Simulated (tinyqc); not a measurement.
Ellipsometry and reflectance of a transparent film on an absorbing substrate: one step of the calculation.

Air (index 1), film, substrate with N2 = n2 - i k2; time factor exp(+i w t). q_j = sqrt(N_j^2 - sin^2 th), root with positive real part. Fresnel coefficients r_s = (q_a - q_b)/(q_a + q_b), r_p = (N_b^2 q_a - N_a^2 q_b)/(N_b^2 q_a + N_a^2 q_b). tan(Psi) exp(i Delta) = R_p/R_s, Delta taken from 0 to 360 degrees.

Task. Psi, Delta and reflectances. beta = 2 pi d q1/lam, X = exp(-2 i beta), R = (r01 + r12 X)/(1 + r01 r12 X) for p and s.

Inputs (values chosen for the exercise):

| symbol | value | unit | meaning |
|---|---|---|---|
| lam | 405 | nm | wavelength |
| d | 6.3 | nm | film thickness |

q1 = 1.3587059
r01,p = -0.18554805
r01,s = -0.59779514
r12,p = 0.46619102-0.02300566i
r12,s = -0.59523772+0.02018931i

Find: beta; X; R_p; R_s; Psi; Delta; |R_p|^2; |R_s|^2.

Result.

beta = 0.1328 rad
X = 0.9649-0.2625i
R_p = 0.2766-0.1656i
R_s = -0.8756+0.0625i
Psi = 20.17 degrees
Delta = 153.2 degrees
|R_p|^2 = 0.1039
|R_s|^2 = 0.7705

The bare substrate gives Psi = 19.30 and Delta = 175.51 degrees.

Numbers from tinyqc (`OMP_NUM_THREADS=1 python tinyqc.py 2870226 2870227 out.jsonl`; about 0.01 s on one thread of a shared Intel Xeon 2.30GHz).
